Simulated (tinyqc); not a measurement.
Position of the spike: inter-valley coupling by envelope functions against a chain of atomic planes.

Chain: E(phi) = e0 + 2 v cos(phi) + 2 u cos(2 phi), cos(phi0) = -v/(4u), e0 = 2u + v^2/(4u); plane j = 0, 1, ... has the potential V_j = dE x_j + F (j - 30) a/4 (1 MV/m = 1e-4 V/angstrom). There are 30 barrier planes a side; with y = j - 29.5, x_j = xb (f(y) + f(Nw - y)), f(y) = 1/(1 + exp(y/L)), plus any Ge added in the well. The valley splitting is the spacing of the two lowest levels. Envelope theory: F_j solves a one-valley chain with hopping -b and diagonal 2b + V_j, b = 4u sin^2(phi0), sum F_j^2 = 1; the valleys couple by Dv = sum_j F_j^2 V_j exp(-2 i phi0 j) and split by 2|Dv|.

Inputs chosen for the exercise (near those of the Delta valleys of silicon in a SiGe well; shifted at random, so the results belong to these values and not to a real crystal): a = 5.431 angstrom (lattice constant; planes lie a/4 apart); u = 0.646 eV (second-neighbour hopping); v = 0.775 eV (nearest hopping); Nw = 38 (planes in the well); L = 0.75 planes (interface width); xb = 0.25 (Ge fraction of the barriers); dE = 0.55 eV (offset per unit Ge fraction); F = 8 MV/m (field); xs = 0.08 (Ge fraction added on that plane).

The spike is moved through the well; position counted from the first well plane, j - 30.

Against position:
```
j - 30  F_j^2, smooth  mean of the doublet (meV)  splitting, chain (micro-eV)  envelope  first order
2             0.01812                      29.37                         1402      1381         1595
5             0.03180                      29.89                         2414      2384         2798
8             0.04262                      30.34                         3298      3271         3750
11            0.04790                      30.60                         3834      3814         4215
15            0.04585                      30.54                         3700      3680         4034
19            0.03659                      30.13                         2913      2904         3220
25            0.01938                      29.41                         1431      1419         1706
30            0.00847                      28.99                          606       598          745
36            0.00161                      28.74                          133       136          142
```

The splitting is largest at plane 11 among these rows (3834 micro-eV), and the smooth envelope peaks at plane 12, counting all planes; without a spike it is 27. Where the splitting exceeds 20 micro-eV the envelope theory lies within 2.6 % of the chain and first order within 23 %.

tinyqc: `OMP_NUM_THREADS=1 python tinyqc.py 1451574 1451575 out.jsonl`; about 0.04 s, one thread, shared Intel(R) Xeon(R) Processor @ 2.30GHz.
